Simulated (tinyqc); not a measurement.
From a target to a composition: model-solid line-up of a strained alloy layer on a substrate.

Problem. A layer of the alloy is strained to the substrate, and its gap (Ec minus the top valence edge) is given. Find x between 0.02 and 0.59, where the gap is monotonic.

All values of the alloy are linear in x but the gap, Eg(x) = (1 - x) Eg_A + x Eg_B - C x (1 - x), and the valence edge, Ev(x) = (1 - x) Ev_A + x Ev_B + fv C x (1 - x); Ec = Ev + Eg. Ev is the top of the unstrained valence band on a scale common to all materials. In the layer only the Gamma valley of the conduction band is followed, also where an X or L valley would lie lower.

Coherent growth on a (001) face: e_par = (a_s - a)/a, e_perp = -2 (C12/C11) e_par; exx = eyy = e_par, ezz = e_perp, no shear.

Strained edges: Ec + ac tr(e); the valence edges are Ev plus the levels of the 6 x 6 matrix of X, Y, Z times spin with -Dso/3 + l exx + m (eyy + ezz) on the diagonal (cyclic), n exy off it, l = av + 2 b, m = av - b, n = sqrt(3) d. Spin-orbit term (Dso/3) L.sigma on X, Y, Z with (L_k)_ij = -i epsilon_kij: <X+|H|Y+> = -i Dso/3, <X+|H|Z-> = Dso/3, <Y+|H|Z-> = -i Dso/3, <Z+|H|X-> = -Dso/3, <Z+|H|Y-> = i Dso/3, <X-|H|Y-> = i Dso/3, and their conjugates; + and - are the spin along z.

Inputs chosen for the exercise (A near AlAs, B near GaAs, substrate near GaAs; the results hold for these values, not for the real material):

| symbol | value | unit | meaning |
|---|---|---|---|
| a | (5.669, 5.655) | angstrom | lattice constant of A, B |
| Eg | (3.097, 1.524) | eV | gap at Gamma to the s-like level of A, B |
| Dso | (0.281, 0.337) | eV | spin-orbit splitting of A, B |
| Ev | (-1.34, -0.81) | eV | top of the unstrained valence band of A, B |
| ac | (-5.71, -7.17) | eV | conduction deformation potential of A, B |
| av | (2.48, 1.16) | eV | valence hydrostatic potential of A, B |
| b | (-2.28, -2.01) | eV | tetragonal shear potential of A, B |
| d | (-3.41, -4.84) | eV | trigonal shear potential of A, B |
| C11 | (125.8, 121.9) | GPa | of A, B |
| C12 | (52.9, 56.9) | GPa | of A, B |
| C44 | (53.5, 60) | GPa | of A, B |
| C | 0.323 | eV | bowing of the gap |
| fv | 0.2 |  | share of the bowing taken by the valence edge |
| a_s | 5.655 | angstrom | substrate |
| face | 001 |  | growth face |

strained gap = 2.188826 eV

Find: x; e_par; gap of the relaxed alloy.

Solution. Bisect on x; the strained gap is 3.0720 eV at x = 0.02 and 2.0960 eV at x = 0.59.

x = 0.530
e_par = -0.116 %
gap of the relaxed alloy = 2.183 eV

(tinyqc, `OMP_NUM_THREADS=1 python tinyqc.py 1051239 1051240 out.jsonl`, Intel(R) Xeon(R) Processor @ 2.30GHz, 1 thread, shared host, about 0.01 s.)
